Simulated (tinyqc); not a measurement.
# Grain-boundary diffusion: Harrison regimes, Fisher and Le Claire analysis, Hart average, step by step

A worked calculation. Computed by tinyqc, a small Python program that keeps every step. Command: `OMP_NUM_THREADS=1 python tinyqc.py 3018314 3018315 out.jsonl gbdiff walk`. One thread of a shared host (Intel(R) Xeon(R) Processor @ 2.30GHz), about 0.01 s of CPU time with the checks. Intermediate numbers are printed to about 6 digits and carried at full precision; extremes and crossings named in words are read from the listed rows.

A boundary is a slab of width delta with diffusivity D_b, normal to a surface held at constant concentration; it leaks into grains of diffusivity D.

Inputs (values chosen for the exercise, for a model polycrystal): melting point T_m = 1410 K; lattice prefactor D0 = 0.00011 m^2/s; lattice activation energy E = 2.15 eV; boundary prefactor D0b = 2.5e-06 m^2/s; boundary activation energy E_b = 1.08 eV; boundary width delta = 0.41 nm; segregation factor s = 10; grain size d = 1.4 um; temperature T = 830 K; time t = 6500 s.

Constants: k_B = 8.617333262e-05 eV/K.

## Diffusivities

D = D0 exp(-E/(k_B T)), D_b = D0b exp(-E_b/(k_B T)). Triple product P = s delta D_b.

D = 9.69495e-18 m^2/s

D_b = 6.92080e-13 m^2/s

triple product P = 2.83753e-21 m^3/s

At T/T_m = 0.59 the boundary is 71000 times faster than the lattice.

## Regime

l = sqrt(D t); P = s delta D_b; alpha = s delta/(2 l); beta = P/(2 D l). Regime A if l > 3 d, C if alpha > 1, B if alpha < 0.1, l < d/4 and beta > 10, otherwise a transition.

lattice diffusion length l = 0.251032 um

alpha = 0.00816628

beta = 582.955

Regime: B

Boundaries are isolated and lose material sideways, so only the product P can be measured.

## Effective diffusivity

Hart average for parallel slabs: f = delta/d, D_eff = (s f D_b + (1 - f) D)/(1 - f + s f); share of the boundaries = s f D_b/(s f D_b + (1 - f) D); depth sqrt(D_eff t).

boundary fraction f = 2.92857e-04

D_eff = 2.03114e-15 m^2/s

share of the boundaries = 0.995241

depth sqrt(D_eff t) = 3.63352 um

Caution: outside regime A (which needs sqrt(D t) above about 3 d) the Hart average and its depth are formal: they describe a profile only in regime A or at steady state.

## Penetration along an isolated boundary

Fisher: the mean concentration falls as exp(-y/y_F), y_F = sqrt(P) (pi t/(4 D))^(1/4), with the boundary equation P d2c/dy2 = 2 c sqrt(D/(pi t)). Le Claire (from the Whipple solution): ln c falls as -(y/y_L)^(6/5) with P = 1.322 sqrt(D/t) y_L^2.

Fisher depth y_F = 8.06927 um

Le Claire depth y_L = 7.45498 um

The tail reaches 29.7 lattice lengths l; y_L/l = sqrt(2 beta/1.322).

## Whipple integral against the two closed forms

Whipple, boundary part of the mean concentration in units of c0 l per boundary, for D_b/D far above beta: c(eta) = (2 eta/sqrt(pi)) int_1^infinity exp(-eta^2/(4 u)) u^(-3/2) [exp(-Y^2)/sqrt(pi) - Y erfc(Y)] du with Y = (u - 1)/(2 beta), eta = y/l; w = eta/sqrt(beta). The last columns are -ln[c(y)/c(w = 1)] from the integral, from Fisher, (y - y1)/y_F, and from Le Claire, (y/y_L)^(6/5) - (y1/y_L)^(6/5), with y1 the depth at w = 1.

Tail of the profile:
```
w      y (um)            c  Whipple   Fisher  Le Claire
1.5    9.0916  4.84001e-01   0.5298  0.37556     0.4889
2.0   12.1221  2.80632e-01   1.0749  0.75113     1.0120
3.0   18.1831  9.03552e-02   2.2082  1.50225     2.1351
4.0   24.2442  2.75604e-02   3.3955  2.25338     3.3371
5.0   30.3052  7.99349e-03   4.6333  3.00450     4.6012
6.0   36.3662  2.21146e-03   5.9183  3.75563     5.9173
8.0   48.4883  1.48479e-04   8.6192  5.25788     8.6786
10.0  60.6104  8.49493e-06  11.4802  6.76013    11.5829
```

At w = 10 the integral has fallen by 11.48 in the logarithm, Fisher by 6.76 and Le Claire by 11.58: the true tail bends down faster than an exponential, which is why profiles are plotted against y^(6/5).

## Lattice against boundary over temperature

D_eff = (s f D_b + (1 - f) D)/(1 - f + s f), f = delta/d; share of the boundaries = s f D_b/(s f D_b + (1 - f) D).

Diffusivities (m^2/s):
```
T/T_m  T (K)            D          D_b        D_eff     share      regime
0.3      423  2.66378e-30  3.39173e-19  9.90681e-22  1.000000           C
0.4      564  6.75262e-24  5.58857e-16  1.63236e-18  0.999996           C
0.5      705  4.69739e-20  4.75805e-14  1.39023e-16  0.999663  transition
0.6      846  1.71177e-17  9.20832e-13  2.70670e-15  0.993694           B
0.7      987  1.15652e-15  7.64344e-12  2.34787e-14  0.950886  transition
0.8     1128  2.72541e-14  3.73784e-11  1.36352e-13  0.800703           A
0.9     1269  3.18245e-13  1.28460e-10  6.92530e-13  0.541803           A
1.0     1410  2.27313e-12  3.44893e-10  3.27388e-12  0.307705           A
```

The apparent activation energy of D_eff is 1.08 eV between the first rows and 1.70 eV between the last, against E_b = 1.08 and E = 2.15 eV. Among these rows boundaries carry most of the flux up to T/T_m = 0.9, the lattice above. Caution: the segregation factor is held fixed, although it falls with temperature. Caution: outside regime A, D_eff and the share of the boundaries hold only at steady state.

Checks made by the program: Le Claire's slope against the Whipple integral (relative difference 2e-02).
